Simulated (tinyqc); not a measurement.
# Threshold-voltage variability of a planar MOSFET, analytic estimates: scaling length and width together

Three independent sources add in quadrature: random dopants in the depleted layer, metal-gate grains of two orientations, and roughness of the two gate edges acting through the roll-off VT = VT(long) - Vr exp(-L/l). These are first-order estimates: no three-dimensional electrostatics, no percolation.

ni = sqrt(Nc Nv) exp(-Eg/(2 Vt)), Eg in volts; Cox = 3.9 eps0/ti; Wd = sqrt(4 eps0 eps_r Vt ln(Na/ni)/(q Na)); dopants: s1 = (q/Cox) sqrt(Na Wd/(3 L W)). Grains: Ng = L W/G^2 (at least 1), s2 = dW sqrt(p (1 - p)/Ng). Edges, with exponential correlation and u = W/La: the mean gate length has sL^2 = 2 De^2 (2/u)[1 - (1 - exp(-u))/u]; s3 = sL (Vr/l) exp(-L/l). s = sqrt(s1^2 + s2^2 + s3^2). l and Vr are held fixed. W = 4.444444444 L in every row; l is held fixed.

Values chosen for this exercise; material values close to those of silicon:
- T = 273 K (temperature)
- Eg = 1.11 eV (band gap)
- eps_r = 11.8 (relative permittivity of the semiconductor)
- Nc = 2.41e19 cm^-3 (conduction-band density of states at T)
- Nv = 2.29e19 cm^-3 (valence-band density of states at T)
- Na = 4e18 cm^-3 (channel doping)
- ti = 1.1 nm (oxide-equivalent thickness in inversion)
- G = 7 nm (metal grain size)
- dW = 0.2 eV (work-function difference of the two grain orientations)
- p = 0.3 (share of the orientation of higher work function)
- De = 1.8 nm (rms roughness of one gate edge)
- La = 20 nm (correlation length of the roughness)
- l = 16 nm (decay length of the threshold roll-off)
- Vr = 1.2 V (prefactor of the roll-off)

Constants: q = 1.602176634e-19 C, kB = 1.380649e-23 J/K, Vt = kB T/q, eps0 = 8.8541878128e-14 F/cm where lengths are in cm. Results are converted to the units shown.

Result of one run:

| s1 (mV) | s2 (mV) | s3 (mV) | s (mV) | s sqrt(L W) (mV um) |
|---|---|---|---|---|
| 1.8906 | 1.5216 | 1.4922e-4 | 2.4269 | 1.0233 |

Which gate length L gave this result: 58, 88, 160 or 200 nm?

L = 200 nm.

The whole series:

| L (nm) | s1 (mV) | s2 (mV) | s3 (mV) | s (mV) | s sqrt(L W) (mV um) |
|---|---|---|---|---|---|
| 58 | 6.5194 | 5.2469 | 1.9249 | 8.5870 | 1.0500 |
| 72 | 5.2517 | 4.2267 | 0.72605 | 6.7803 | 1.0292 |
| 88 | 4.2969 | 3.4582 | 0.24306 | 5.5210 | 1.0243 |
| 110 | 3.4375 | 2.7665 | 0.055262 | 4.4128 | 1.0233 |
| 130 | 2.9086 | 2.3409 | 0.014612 | 3.7337 | 1.0233 |
| 160 | 2.3633 | 1.9020 | 0.0020266 | 3.0336 | 1.0233 |
| 200 | 1.8906 | 1.5216 | 1.4922e-4 | 2.4269 | 1.0233 |

As L goes from 58 to 200 nm, s falls from 8.59 to 2.43 mV. The dopants are the largest source in the first and the last row. The product s sqrt(L W) falls from 1.05 to 1.02 mV um: s1 and s2 go as 1/sqrt(L W), so the change comes from s3 alone.

Program tinyqc, `OMP_NUM_THREADS=1 python tinyqc.py 2090051 2090052 out.jsonl`; Intel Xeon 2.30GHz, shared host, one thread, about 0.01 s.
